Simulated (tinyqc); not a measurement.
Elastic strain and critical thickness of a cubic alloy layer A(1-x)B(x) on a thick substrate. From curvature back to fraction x of B. Computed by tinyqc, a small Python program. Command: `OMP_NUM_THREADS=1 python tinyqc.py 3025340 3025341 out.jsonl misfit inv`. One thread of a shared host (Intel(R) Xeon(R) Processor @ 2.30GHz), about 0.02 s of CPU time with the checks.

Strain is positive in tension. The layer is coherent with the substrate unless said otherwise.

Inputs (values chosen for the exercise, modelled on Si(1-x)Ge(x) on Si):
```
quantity                              value        unit
lattice constant a_A                  5.431    angstrom
lattice constant a_B                  5.658    angstrom
substrate lattice constant a_S        5.431    angstrom
layer thickness h                       5.6          nm
biaxial modulus of the substrate M_S    184         GPa
substrate thickness t_S                 625  micrometre
wafer diameter W                        200          mm
```

Growth plane: (001).

C11, C12, C44 of A (GPa): 167.4  63.66  79.33

C11, C12, C44 of B (GPa): 129.6  49.08  67.94

Method:
- a = (1 - x) a_A + x a_B, the same rule for each C_ij; misfit f = (a_S - a)/a, the in-plane strain of the coherent layer.
- (001): D = 2 C12/C11, M = C11 + C12 - 2 C12^2/C11. The free surface carries no normal stress, so e_perp = -D f; dV/V = 2 f + e_perp; stress = M f; energy per area = M f^2 h (1 GPa nm = 1 J/m^2).
- Stoney: curvature = 6 |stress| h/(M_S t_S^2); radius = 1/curvature; bow = curvature W^2/8.

Task: A run gave the result below. Find the fraction x of B, known to lie between 0.22 and 0.43.

curvature = 0.0008662898 1/m

Result:

Each step takes the trial c = (a f_b - b f_a)/(f_b - f_a), f being the result less the target and a, b, c the logarithms of the listed values; c replaces end b, the old b replaces a if the sign of f changed, and otherwise f_a is halved.

Scan of the range:
```
fraction x of B  curvature (1/m)
0.220                 0.00073941
0.246                 0.00082082
0.275                 0.00091014
0.308                 0.00100991
0.344                 0.00111646
0.385                 0.00123493
0.430                 0.00136145
```

False position (Illinois rule, in the logarithm of the input) inside the bracket:
```
step     end a     end b     trial  curvature (1/m)
1     0.246000  0.275000  0.260359      8.65240e-04
2     0.275000  0.260359  0.260692      8.66266e-04
3     0.275000  0.260692  0.260707      8.66312e-04
4     0.260692  0.260707  0.260700      8.66290e-04
```

Curvature rises at every point of a 13-point scan of the range (every second point is shown), so one value fits; it is bracketed by 0.246 and 0.275. Answer: fraction x of B = 0.2607.
